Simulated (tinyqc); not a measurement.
Against doping: dopants and charged point defects at anneal temperature: Fermi-level effect, clustering and pairing. Computed by tinyqc, a small Python program. Command: `OMP_NUM_THREADS=1 python tinyqc.py 3007191 3007192 out.jsonl pairing walk`. One thread of a shared host (Intel(R) Xeon(R) Processor @ 2.30GHz), about 0.02 s of CPU time with the checks.

Boltzmann statistics and full ionisation of active dopants. Energies are counted from the valence band; the defect (a vacancy or self-interstitial) has five charge states, with all degeneracy factors one.

Inputs (values chosen for the exercise, with bands modelled on InP):

| quantity | value | unit |
|---|---|---|
| gap at 0 K E_g0 | 1.43 | eV |
| Varshni alpha | 0.000356 | eV/K |
| Varshni beta | 164 | K |
| electron mass m_e | 0.0767 | m_0 |
| valleys M_c | 1 | - |
| hole mass m_h | 0.604 | m_0 |
| anneal temperature T | 920 | K |
| total dopant density N | 1.1e+19 | cm^-3 |
| formation enthalpy of the neutral defect H_f | 2.23 | eV |
| formation entropy S_f | 5.2 | k_B |
| site density N_s | 4.2e+22 | cm^-3 |
| dopant atoms per cluster k | 2 | - |
| cluster binding energy E_b | 1.08 | eV |

Dopant: acceptor. Second part: clustering of the dopant.

defect levels as fractions of E_g(T): (2+/+), (+/0), (0/-), (-/2-): 0.068  0.092  0.62  0.62

Constants: m_0 = 9.1093837015e-31 kg; k_B = 1.380649e-23 J/K; h = 6.62607015e-34 J s; k_B = 8.617333262e-05 eV/K.

Method:
- E_g = E_g0 - alpha T^2/(T + beta).
- N_c = 2 M_c (2 pi m_e k_B T/h^2)^(3/2) and N_v = 2 (2 pi m_h k_B T/h^2)^(3/2), masses in units of m_0.
- n_i = sqrt(N_c N_v) exp(-E_g/2 k_B T); E_i = E_g/2 + (k_B T/2) ln(N_v/N_c).
- p = A/2 + sqrt(A^2/4 + n_i^2) for an active density A.
- k ionised dopants and k carriers form one neutral cluster: C = N_s (A/N_s)^k (p/N_b)^k exp(E_b/k_B T), N_b the effective density of states of the majority band, and N = A + k C (60 bisections in ln A between ln N - 90 and ln N).
- chi = n/n_i (for acceptors n_i/p); E_F = E_i + k_B T ln chi; field enhancement h = 1 + A/sqrt(A^2 + 4 n_i^2).
- C_0 = N_s exp(S_f/k_B) exp(-H_f/k_B T). Ratios to the neutral state at E_F = E_i: r_+ = exp((E(+/0) - E_i)/k_B T), r_2+ = r_+ exp((E(2+/+) - E_i)/k_B T), r_- = exp((E_i - E(0/-))/k_B T), r_2- = r_- exp((E_i - E(-/2-))/k_B T); at other E_F state q scales as chi^(-q). The enhancement is sum r_q chi^(-q)/sum r_q. The charge on the defects is left out of neutrality.
- chi = n/n_i; h = 1 + A/sqrt(A^2 + 4 n_i^2); the dopant diffusivity over its intrinsic value is D/D_i = enhancement x h x A/N, if every charge state carries the dopant equally well.

E_g = 1.15203 eV

k_B T = 0.0792795 eV

n_i = 9.40853e+15 cm^-3

E_i = 0.698721 eV

effective density of states N_b of the majority band = 6.32597e+19 cm^-3

neutral defects C_0 = 4.63017e+12 cm^-3

Charge states:

| state | ratio r | intrinsic (cm^-3) | doped (cm^-3) |
|---|---|---|---|
| 2+ | 2.26217e-07 | 1.04742e+06 | 2.93143e+11 |
| + | 5.66230e-04 | 2.62174e+09 | 1.38697e+12 |
| 0 | 1.00000e+00 | 4.63017e+12 | 4.63017e+12 |
| - | 8.22014e-01 | 3.80606e+12 | 7.19444e+09 |
| 2- | 6.75707e-01 | 3.12864e+12 | 1.11789e+07 |

Trend at the anneal temperature:

| N (cm^-3) | active A (cm^-3) | chi | defect enhancement | mean charge | D/D_i |
|---|---|---|---|---|---|
| 2.80e+14 | 2.8000e+14 | 9.8523e-01 | 0.98721 | -0.86001 | 1.0019 |
| 1.20e+15 | 1.2000e+15 | 9.3826e-01 | 0.94733 | -0.82830 | 1.0076 |
| 4.70e+15 | 4.7000e+15 | 7.8095e-01 | 0.82247 | -0.71318 | 1.0218 |
| 1.90e+16 | 1.9000e+16 | 4.1138e-01 | 0.58196 | -0.38895 | 0.9954 |
| 7.90e+16 | 7.9000e+16 | 1.1745e-01 | 0.44459 | -0.09934 | 0.8771 |
| 3.20e+17 | 3.1990e+17 | 2.9386e-02 | 0.41799 | -0.00530 | 0.8350 |
| 1.30e+18 | 1.2741e+18 | 7.3838e-03 | 0.43507 | 0.07253 | 0.8528 |
| 5.40e+18 | 3.6529e+18 | 2.5756e-03 | 0.50277 | 0.22763 | 0.6802 |
| 2.20e+19 | 6.3223e+18 | 1.4882e-03 | 0.59395 | 0.39327 | 0.3414 |

What does the comparison show, and why?

Well below n_i = 9.41e15 cm^-3 chi and the enhancement are near 1. At any doping d ln(enhancement)/d ln chi equals minus the mean charge, which goes from -0.86 to +0.39 over the rows. The defect density first falls, because doping removes the states with the sign of the ionised dopant before it feeds the opposite ones. Clustering bends A over: its exponent in N falls to 0.39, towards 1/(2k) = 0.250, and D/D_i peaks at N = 4.7e15 cm^-3.

Extremes, crossings and ranges named in words are read from the listed rows.
